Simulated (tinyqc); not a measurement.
Changing the barrier thickness d: charge control and current of a heterostructure field-effect transistor. Computed by tinyqc, a small Python program. Command: `OMP_NUM_THREADS=1 python tinyqc.py 3014484 3014485 out.jsonl hemt sweep`. One thread of a shared host (Intel(R) Xeon(R) Processor @ 2.30GHz), about 0.02 s of CPU time with the checks.

Two subbands in a triangular well; E_F is counted from the conduction band edge of the channel at the interface.

Inputs (values chosen for the exercise, modelled on AlGaN/GaN):
```
quantity                                  value        unit
channel mass m                             0.21         m_0
permittivity eps (barrier and channel)      9.7           -
Schottky barrier phi_B                      1.2          eV
conduction band offset dE_c                0.43          eV
polarisation charge sigma/e             1.6e+13      1/cm^2
gate voltage V_G                         0.0022           V
mobility mu                                2000  cm^2/(V s)
saturation velocity v_s                     1.4    1e7 cm/s
gate length L                               110          nm
source resistance R_S                         0      ohm mm
temperature T                               300           K
mixing                                      0.3           -
iteration cap                               200           -
```

Charge source: polarisation. Velocity law: two-piece.

Constants: e = 1.602176634e-19 C; eps_0 = 8.8541878128e-12 F/m; k_B = 8.617333262e-05 eV/K; hbar = 1.054571817e-34 J s; m_0 = 9.1093837015e-31 kg; k_B = 1.380649e-23 J/K.

Method:
- Threshold V_T = phi_B - dE_c - sigma d/(eps eps_0) (in volts); C_b = eps eps_0/d.
- Charge control: n_s = C_b (V_G - V_T - E_F/e)/e. Well: mean field F = e n_s/(2 eps eps_0), E_i = (hbar^2/2m)^(1/3) [(3 pi e F/2)(i + 3/4)]^(2/3), i = 0, 1; n_s = D k_B T sum_i ln(1 + exp((E_F - E_i)/k_B T)), D = m/(pi hbar^2), which is solved in closed form for E_F.
- Iteration from n_s = C_b (V_G - V_T)/(2e): E_F from n_s, n_out from the charge control, n_new = n_s + mixing (n_out - n_s), kept above n_s/10; stop when |n_out/n_s - 1| < 1e-9.
- C_g = e dn_s/dV_G = 1/(1/C_b + 1/C_q), 1/C_q = d(E_F/e)/d(e n_s) by a central difference of +/- 0.1 % in n_s; added distance dd = eps eps_0/C_q.
- With V = e n_s/C_g and V_c = v_s L/mu: for v = mu F up to v_s, I/W = C_g v_s V_c (sqrt(1 + (V/V_c)^2) - 1) and V_Dsat = V + V_c - sqrt(V^2 + V_c^2); g_m = dI/dV; extrinsic g_m/(1 + g_m R_S); f_T = g_m/(2 pi C_g L).

One run for each value; columns: (1) barrier thickness d (nm); (2) sheet density n_s (1/cm^2); (3) threshold voltage V_T (V); (4) gate capacitance C_g (microfarad/cm^2); (5) intrinsic g_m (mS/mm):
```
(1)         (2)     (3)    (4)   (5)
4.0   3.493e+12   -0.42  1.389  1911
5.4   5.867e+12   -0.84  1.189  1656
7.3   7.996e+12   -1.41  0.957  1337
9.9   9.800e+12   -2.18  0.747  1045
13.0  1.112e+13   -3.11  0.590   826
18.0  1.237e+13   -4.60  0.440   616
24.0  1.322e+13   -6.39  0.337   472
33.0  1.395e+13   -9.08  0.249   349
44.0  1.444e+13  -12.36  0.189   264
60.0  1.485e+13  -17.14  0.140   196
```

Describe and explain the trends.

Over the rows, sheet density n_s (1/cm^2) rises from 3.49e12 to 1.48e13 (exponent d ln y / d ln x 1.7 between the first rows and 0.089 between the last); threshold voltage V_T (V) falls from -0.424 to -17.1 (exponent d ln y / d ln x 2.3 between the first rows and 1.1 between the last); gate capacitance C_g (microfarad/cm^2) falls from 1.39 to 0.140 (exponent d ln y / d ln x -0.52 between the first rows and -0.97 between the last). At the high end the exponent of gate capacitance C_g is -0.97, close to -1: a thick barrier. n_s approaches sigma/e = 1.6e13 from below and reaches 93 % of it in the last row; the threshold is zero at d = eps eps_0 (phi_B - dE_c)/sigma = 2.58 nm.

Caution (rows 18.0, 24.0, 33.0, 44.0, 60.0): E_F lies above the conduction band minimum of the barrier, so electrons would spill into the barrier.

Extremes, crossings and ranges named in words are read from the listed rows.
